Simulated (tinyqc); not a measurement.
What moves the results: Bethe-Salpeter matrix of a two-band chain (Tamm-Dancoff form). A value that a table varies takes the place of the one given here.

One valence and one conduction band, lattice period 1, mesh k = 2 pi j/N. Pair energies D(k) = Eg + 2 t sum(1 - cos k), t = tc + tv. Screened attraction W(R) = U at R = 0 and V/|R| otherwise, R over the N cells with the nearest image; W(q) = sum_R W(R) cos(q R). H(k, k') = D(k) delta - W(k - k')/Nk + 2 J/Nk for singlets (J = 0 for triplets), Nk the number of k points. With a constant transition dipole the strength of a state is f = (sum_k A_k)^2/Nk, and the f sum to 1.

Inputs chosen for the exercise: Eg = 4.4 eV (quasiparticle gap); tc = 0.38 eV (conduction hopping); tv = 0.49 eV (valence hopping); U = 1.04 eV (attraction in the same cell); V = 0 eV (attraction at one cell distance); J = 0.12 eV (exchange in the same cell); fs = (0.2, 0.4, 0.7, 1, 1.4, 2, 2.6) (scale factors of U and V).

## Convergence with the k mesh

Lowest triplet and singlet, and f of the singlet, against N.

Results:
```
N    Eg - E triplet (eV)  Eg - E singlet (eV)  f singlet
4                 0.3784               0.2676     0.4301
6                 0.3185               0.2139     0.3924
8                 0.2978               0.1920     0.3905
12                0.2883               0.1782     0.4060
20                0.2871               0.1752     0.4170
40                0.2871               0.1751     0.4177
100               0.2871               0.1751     0.4177
```

The coarsest mesh misjudges the singlet binding by +0.0925 eV against the finest: a mesh of N points along an axis repeats the pair every N cells. The triplet is within 1 meV of the last row from N = 20 on. The singlet is within 1 meV of the last row from N = 20 on. The more tightly bound triplet is the smaller object in R, so it needs no more points than the singlet.

## Strength of the attraction

Triplets, N = 100; U and V scaled together, as weaker screening would do. f is the weight at R = 0. For V = 0 the infinite chain has binding sqrt(4 t^2 + U^2) - 2t and f = U/sqrt(4 t^2 + U^2), t = tc + tv.

Results:
```
scale   U/t  binding (eV)      f  Eg - second level (eV)  contact formula (eV)
0.20   0.24        0.0124  0.119                 -0.0012                0.0124
0.40   0.48        0.0490  0.233                 -0.0010                0.0490
0.70   0.84        0.1462  0.386                 -0.0009                0.1462
1.0    1.20        0.2871  0.513                 -0.0009                0.2871
1.4    1.67        0.5288  0.642                 -0.0009                0.5288
2.0    2.39        0.9718  0.767                 -0.0009                0.9718
2.6    3.11        1.4755  0.841                 -0.0009                1.4755
```

The binding grows with exponent 1.98 between scales 0.2 and 0.4 and 1.59 over the last two rows (for a weak contact attraction 2 in a chain and larger in a plane, where it binds exponentially weakly, 1 for a pair held in one cell). f rises from 0.119 to 0.841. On this mesh no second level lies below the gap. 

## Exciton band

Triplets, solved in the electron-hole distance R on a ring of 60 cells, total momentum Q: D = Eg + 2 tc (1 - cos(k + Q/2)) + 2 tv (1 - cos(k - Q/2)), so the hopping in R has size |t(Q)| = sqrt(tc^2 + tv^2 + 2 tc tv cos Q) and the continuum starts at Eg + 2 (tc + tv) - 2 |t(Q)|.

Results:
```
Q/pi   |t(Q)| (eV)  continuum edge (eV)  exciton (eV)  binding (eV)  weight at R = 0
0.000       0.8700               4.4000        4.1129        0.2871            0.513
0.167       0.8408               4.4583        4.1627        0.2956            0.526
0.333       0.7554               4.6291        4.3058        0.3233            0.567
0.500       0.6201               4.8998        4.5215        0.3784            0.643
0.667       0.4453               5.2494        4.7708        0.4786            0.760
0.833       0.2490               5.6420        4.9869        0.6551            0.902
1.000       0.1100               5.9200        5.0770        0.8430            0.978
```

The exciton band is 0.9641 eV wide, against 1.5200 eV for the edge of the continuum: binding narrows it, since electron and hole must hop together. The binding grows from 0.287 to 0.843 eV as |t(Q)| falls. Between the first two rows the exciton rises 0.85 times as much as the edge, so it is heavier than the free pair.

## What each parameter does

N = 100: lowest singlet, its binding and f, and the singlet-triplet splitting. Each row changes one parameter from the base and keeps the others.

Results:
```
case          singlet (eV)  binding (eV)      f  splitting (eV)
base                4.2249        0.1751  0.418          0.1120
Eg = 4.6 eV         4.4249        0.1751  0.418          0.1120
tc = 0.49 eV        4.2430        0.1570  0.378          0.1018
tv = 0.29 eV        4.1794        0.2206  0.513          0.1356
U = 1.25 eV         4.1281        0.2719  0.502          0.1306
V = 0.1 eV          4.1799        0.2201  0.403          0.1077
J = 0.18 eV         4.2718        0.1282  0.364          0.1590
```

The largest shifts from the base row, up to three for each result and ties (the steps differ in size, so this ranks the rows, not the parameters). singlet (eV): Eg +0.2000, U -0.0968, J +0.0469. binding (eV): U +0.0968, J -0.0469, tv +0.0455; unchanged at the printed digits by Eg. f: tv +0.095, U +0.084, J -0.054; unchanged at the printed digits by Eg. splitting (eV): J +0.0469, tv +0.0236, U +0.0185; unchanged at the printed digits by Eg. At zero total momentum only the sum tc + tv enters.

(tinyqc, `OMP_NUM_THREADS=1 python tinyqc.py 1251716 1251717 out.jsonl`, Intel(R) Xeon(R) Processor @ 2.30GHz, 1 thread, shared host, about 0.07 s.)
